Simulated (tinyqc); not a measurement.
Inside a calculation: effective mass of the light-hole band from tabulated energies. Values are carried at full precision from step to step, so a last printed digit may differ when a step is redone from the rounded ones.

c = hbar^2/2m0. A uniform scatter of up to 0.1 meV has been added to mimic numerical noise.
Constants: hbar^2/2m0 = 3.80998211 eV angstrom^2; kB = 8.617333262e-05 eV/K.

Inputs chosen for the exercise (out of a larger set: band of an eight-band Kane model near InAs; not measured data): T = 300 K (temperature).

## Finite differences

Energies along [111], from the band edge downward:
```
k (1/angstrom)  E (meV)
0.00000          0.0000
0.00360          1.9358
0.00720          7.3826
0.01080         16.2621
0.01440         27.7918
0.01800         41.6800
0.02160         57.1084
0.02520         73.5778
0.02880         90.5938
```

reference mass (curvature of the model at k = 0.0001 1/angstrom) = 0.02601 m0

The band is even in k. m = c k^2/E(k) from the points 1, 2, 4 (k = 0 is point 0); Richardson from points 1 and 2: c/m = [16 E(k1) - E(k2)]/(12 k1^2).

m from points 1, 2, 4 (m0): 0.02551  0.02675  0.02843

m by Richardson = 0.02512 m0

Errors against the reference: -1.92, +2.87 and +9.30 % and -3.42 %. The extrapolation does not help: a scatter of 0.1 meV is 5 % of the first energy, and the formula weights that point by 4/3.

## Least squares over all points

Fit E = a k^2 (a = sum k^2 E/sum k^4), then E = a k^2 + b k^4 from the normal equations; E in eV; m = c/a.

sums of k^4, k^6, k^8: 1.4734e-06  9.7294e-10  6.9638e-13

sums of k^2 E, k^4 E: 0.00017008  1.1024e-07

a, one term = 115.44 eV angstrom^2

a and b, two terms: 140.9  -3.850e+04

m, one and two terms (m0): 0.03300  0.02705

The parabola over all points errs by +26.9 % because the weights k^4 favour the outer points; the second term brings the error to +4.0 %.

## The non-parabolic form

E (1 + alpha E) = c k^2/m means that y = c k^2/E is a straight line in E with intercept m and slope m alpha. Fit the line by unweighted least squares over points 1 to 8, E in eV.

y (m0): 0.02551  0.02675  0.02733  0.02843  0.02962  0.03113  0.03288  0.03488

m = 0.02561 m0
alpha = 3.903 1/eV

The intercept errs by -1.52 %. The scatter of the first points, divided by small energies, tilts an unweighted line. For this band the scale of alpha is set by Dso = 0.383 eV as well as by the gap.

## Which mass for which use

From the fitted m and alpha: momentum mass at energy E, m (1 + 2 alpha E); curvature mass m (1 + 2 alpha E)^3; thermal factors to first order in alpha kT: density of states Nc (1 + 15 alpha kT/4), conductivity mass m (1 + 5 alpha kT). Take E = 3 kT/2.

alpha kT = 0.1009
momentum mass = 0.03337 m0
curvature mass = 0.05663 m0
factor on Nc = 1.3784
thermal conductivity mass = 0.03853 m0

alpha kT is not small, so first order is only a guide. For a warped valence band one direction does not stand for the whole band.

## Checks

- Two-term fit by normal equations against a least-squares routine: both 140.861.

Computed by tinyqc, a small Python program: `OMP_NUM_THREADS=1 python tinyqc.py 1880420 1880421 out.jsonl` (the numbers bound the seed that draws the inputs); one thread of a shared host (Intel(R) Xeon(R) Processor @ 2.30GHz), about 0.01 s for the whole set of steps.
